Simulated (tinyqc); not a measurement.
# Stability and critical current from long pulses

Problem. For long pulses a magnetic tunnel junction switches at I = Ic0 [1 - ln(tp/t0)/Delta]. Find Ic0 and Delta.

Values chosen for this exercise:
- t0 = 1 ns (attempt time)

switching current for pulses of 0.0001 and 0.01 s (uA): 44.120919  41.692778

Answer. I is linear in ln tp: it equals Ic0 at tp = t0, and the slope is -Ic0/Delta.

Ic0 = 50.19 uA
Delta = 95.19

Program tinyqc, `OMP_NUM_THREADS=1 python tinyqc.py 2450113 2450114 out.jsonl`; Intel Xeon 2.30GHz, shared host, one thread, about 0.01 s.
